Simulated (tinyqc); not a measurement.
# From theta back to characteristic temperature T_c

Model: space-charge-limited current through a thin insulating or semi-insulating film with traps. Computed by tinyqc, a small Python program. Command: `OMP_NUM_THREADS=1 python tinyqc.py 3000987 3000988 out.jsonl sclc inv`. One thread of a shared host (Intel(R) Xeon(R) Processor @ 2.30GHz), about 0.01 s of CPU time with the checks.

One ohmic injecting contact at x = 0 (field zero), drift only, non-degenerate free carriers.

Inputs (values chosen for the exercise, modelled on HfO2):

| quantity | value | unit |
|---|---|---|
| permittivity eps | 22 | - |
| effective density of states N_c | 1e+20 | 1/cm^3 |
| trap density N_t | 1.3e+16 | 1/cm^3 |
| equilibrium Fermi level below the band edge, E_0 | 0.86 | eV |
| thickness d | 1500 | nm |
| free density at the anode, in units of N_c | 3e-07 | - |
| temperature T | 250 | K |

Traps: exponential tail.

Constants: k_B = 8.617333262e-05 eV/K; e = 1.602176634e-19 C; eps_0 = 8.8541878128e-12 F/m.

Method. Free density n_0 = N_c exp(-E_0/k_B T) in equilibrium; trapped density n_t(n) = N_t (n/N_c)^(T/T_c) (the low-temperature form). theta = n/(n + n_t) at the anode density; trap-filled-limit voltage V_TFL = e (N_t - n_t(n_0)) d^2/(2 eps eps_0).

Problem. A run gave the result below. Find the characteristic temperature T_c, known to lie between 830 and 1300 K.

theta = 0.1003167

Solution.

Each step takes the trial c = (a f_b - b f_a)/(f_b - f_a), f being the result less the target and a, b, c the logarithms of the listed values; c replaces end b, the old b replaces a if the sign of f changed, and otherwise f_a is halved.

Scan of the range:

| characteristic temperature T_c (K) | theta |
|---|---|
| 830 | 0.175438 |
| 894 | 0.133377 |
| 964 | 0.101889 |
| 1040 | 0.078634 |
| 1120 | 0.061865 |
| 1210 | 0.048878 |
| 1300 | 0.039805 |

False position (Illinois rule, in the logarithm of the input) inside the bracket:

| step | end a | end b | trial | theta |
|---|---|---|---|---|
| 1 | 964.000 | 1040.00 | 968.958 | 0.100079 |
| 2 | 964.000 | 968.96 | 967.806 | 0.100496 |
| 3 | 968.958 | 967.81 | 968.301 | 0.100316 |
| 4 | 967.806 | 968.30 | 968.300 | 0.100317 |
| 5 | 967.806 | 968.30 | 968.300 | 0.100317 |
| 6 | 968.300 | 968.30 | 968.300 | 0.100317 |

Theta falls at every point of a 13-point scan of the range (every second point is shown), so one value fits; it is bracketed by 964 and 1040. Answer: characteristic temperature T_c = 968.3 K.
